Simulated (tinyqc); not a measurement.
Undoped gate-all-around wire MOSFET, analytic charge model: effect of the temperature.

An undoped round wire of radius R under an insulator shell and a surrounding gate; long channel, electrons only, n = ni exp((psi - V)/Vt) with V the quasi-Fermi potential (0 at the source, Vd at the drain), constant mobility, no quantisation. The radial Poisson equation gives n(r) = n(0)/(1 - (1 - b) r^2/R^2)^2 with b = Q0/(Q + Q0). Q is the electron charge per area of the wire surface.

Nc and Nv are given at 300 K and scale as (T/300 K)^1.5; Eg and mu are held fixed. ni = sqrt(Nc Nv) exp(-Eg/(2 Vt)), Eg in volts; Cox = eps0 eox/(R ln(1 + tox/R)); Q0 = 4 eps0 eps_r Vt/R; V0 = dphi + Vt ln[8 eps0 eps_r Vt/(q ni R^2)]. Q solves Vg - V0 - V = Q/Cox + Vt ln(Q/Q0) + Vt ln(1 + Q/Q0). I = mu (2 pi R/L)[2 Vt (Qs - Qd) + (Qs^2 - Qd^2)/(2 Cox) + Vt Q0 ln((Qd + Q0)/(Qs + Q0))], with Qs at V = 0 and Qd at V = Vd.  I(low) is taken at Vg = 0.31 V, Qs and I(high) at Vg = 1.06 V.

Inputs (values chosen for the exercise); material values those of a made-up semiconductor:

| symbol | value | unit | meaning |
|---|---|---|---|
| Eg | 0.731 | eV | band gap |
| eps_r | 17.6 |  | relative permittivity of the semiconductor |
| Nc | 1.11e19 | cm^-3 | conduction-band density of states at the reference temperature |
| Nv | 7.78e18 | cm^-3 | valence-band density of states at the reference temperature |
| eox | 9.26 |  | relative permittivity of the gate insulator |
| tox | 3.4 | nm | insulator thickness |
| R | 6 | nm | wire radius |
| dphi | 0.21 | V | gate work function less that of the intrinsic body |
| mu | 200 | cm^2/(V s) | channel mobility |
| L | 1 | um | gate length |
| Vd | 0.1 | V | drain voltage |

Constants: q = 1.602176634e-19 C, kB = 1.380649e-23 J/K, Vt = kB T/q, eps0 = 8.8541878128e-14 F/cm where lengths are in cm. Results are converted to the units shown.

Effect of the temperature:

| T (K) | V0 (V) | I(low) (nA) | Qs(high) (nC/cm^2) | I(high) (uA) |
|---|---|---|---|---|
| 220 | 0.56880 | 3.3019e-5 | 1271.6 | 0.85357 |
| 250 | 0.56651 | 2.4290e-4 | 1264.3 | 0.84926 |
| 280 | 0.56406 | 0.0012000 | 1259.1 | 0.84643 |
| 310 | 0.56147 | 0.0044527 | 1255.7 | 0.84489 |
| 340 | 0.55876 | 0.013351 | 1253.8 | 0.84446 |
| 370 | 0.55594 | 0.033996 | 1253.2 | 0.84499 |
| 400 | 0.55301 | 0.076139 | 1253.8 | 0.84639 |
| 430 | 0.54998 | 0.15386 | 1255.5 | 0.84854 |

As T goes from 220 to 430 K, I(low) rises from 3.30e-5 to 0.154 nA and I(high) goes from 0.854 through a minimum of 0.844 (at T = 340 K among the rows listed) to 0.849 uA. V0 falls from 0.569 to 0.550 V. In every row the surface density at the source at the higher gate voltage passes 0.3 Nc, where Boltzmann statistics fail. In every row the mobility is held fixed, though a real one changes with T. In every row the body is thin enough for quantum confinement, left out here, to raise the threshold.

Program tinyqc, `OMP_NUM_THREADS=1 python tinyqc.py 2460054 2460055 out.jsonl`; Intel Xeon 2.30GHz, shared host, one thread, about 0.02 s.
